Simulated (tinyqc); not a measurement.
Formation energy of a charged point defect from supercell energies. Inputs raised by 2 %, one at a time. Computed by tinyqc, a small Python program. Command: `OMP_NUM_THREADS=1 python tinyqc.py 3026139 3026140 out.jsonl formation sens`. One thread of a shared host (Intel(R) Xeon(R) Processor @ 2.30GHz), about 0.01 s of CPU time with the checks.

The host is a compound AB. Making the defect adds n_A = 0, n_B = -1 atoms to the cell. All total energies are inputs. E_F is counted from the valence-band maximum (VBM); x = 0 is A-rich and x = 1 B-rich growth.

Inputs (values chosen for the exercise, for a model compound AB):
```
quantity                       value      unit
gap E_g                         1.79        eV
E_VBM of the host cell         2.556        eV
potential alignment dV         -0.12        eV
dielectric constant eps         9.91         -
cell length L                   21.1  angstrom
mu_B of the pure element      -7.211        eV
formation enthalpy dH of AB    -1.07        eV
growth condition x              0.62         -
Fermi level E_F                 1.09        eV
temperature T                    600         K
site density N_s             2.7e+22     cm^-3
```

Defect: vacancy of B. Supercell lattice: sc.

charge states q: 1  0  -1  -2

E(defect, q) - E(host), in the order of q (eV): 5.421  8.601  12.111  15.097

Constants: e^2/(4 pi eps_0) = 14.39964548 eV angstrom; k_B = 8.617333262e-05 eV/K.

Method:
- dmu_A = x dH and dmu_B = (1 - x) dH, so that dmu_A + dmu_B = dH; mu = mu(element) + dmu.
- The reservoir term is sum n_i mu_i.
- Image-charge correction of a point charge in a neutralising background: E_corr = q^2 alpha e^2/(4 pi eps_0) / (2 eps L), alpha = 2.837297 for a sc array with L the cube root of the volume.
- E_f(q, E_F) = [E(defect, q) - E(host)] - sum n_i mu_i + q (E_VBM + dV + E_F) + E_corr(q).
- eps(q/q-1) = E_f(q - 1, 0) - E_f(q, 0).
- E_f(q, E_F) = E_f(q, 0) + q E_F.
- c_q = N_s exp(-E_f(q, E_F)/k_B T), with all degeneracy factors one and no vibrational entropy.

Runs:
```
input moved                        from       to  level (+1/0) (eV)  level (-1/-2) (eV)  lowest formation energy (eV)  total concentration (cm^-3)
base run                              -        -            0.64631             0.84308                       0.81818                   3.8010e+15
dielectric constant eps            9.91  10.1082            0.64822             0.83734                       0.81052                   4.3808e+15
cell length L (angstrom)           21.1   21.522            0.64822             0.83734                       0.81052                   4.3808e+15
growth condition x                 0.62   0.6324            0.64631             0.84308                       0.83145                   2.9407e+15
Fermi level E_F (eV)               1.09   1.1118            0.64631             0.84308                       0.77458                   8.6126e+15
temperature T (K)                   600      612            0.64631             0.84308                       0.81818                   5.2011e+15
formation enthalpy dH of AB (eV)  -1.07  -1.0914            0.64631             0.84308                       0.81005                   4.4485e+15
potential alignment dV (eV)       -0.12  -0.1224            0.64871             0.84548                       0.82298                   3.4785e+15
```

Exponents ln(y'/y) / ln(x'/x):
```
input                        level (+1/0)  level (-1/-2)  lowest formation energy  total concentration
dielectric constant eps             0.149         -0.345                   -0.475                7.169
cell length L                       0.149         -0.345                   -0.475                7.169
growth condition x                  0.000          0.000                    0.812              -12.959
Fermi level E_F                     0.000          0.000                   -2.765               41.305
temperature T                       0.000          0.000                    0.000               15.836
formation enthalpy dH of AB         0.000          0.000                   -0.504                7.942
potential alignment dV              0.187          0.144                    0.295               -4.477
```

Which inputs matter most for each result?

Among the inputs moved here: level (+1/0) answers most in size to potential alignment dV (exponent +0.187), next to dielectric constant eps (+0.149); its exponent is below 0.0005 for growth condition x, Fermi level E_F, temperature T, formation enthalpy dH of AB. level (-1/-2) answers most in size to dielectric constant eps (exponent -0.345), and about equally to cell length L (-0.345); its exponent is below 0.0005 for growth condition x, Fermi level E_F, temperature T, formation enthalpy dH of AB. lowest formation energy answers most in size to Fermi level E_F (exponent -2.765), next to growth condition x (+0.812); its exponent is below 0.0005 for temperature T. total concentration answers most in size to Fermi level E_F (exponent +41.305), next to temperature T (+15.836).

Caution (all rows): the one-electron levels are out of order (negative U): at least one middle charge state is skipped, and the transition past it moves two or more electrons at once.

Extremes, crossings and ranges named in words are read from the listed rows.
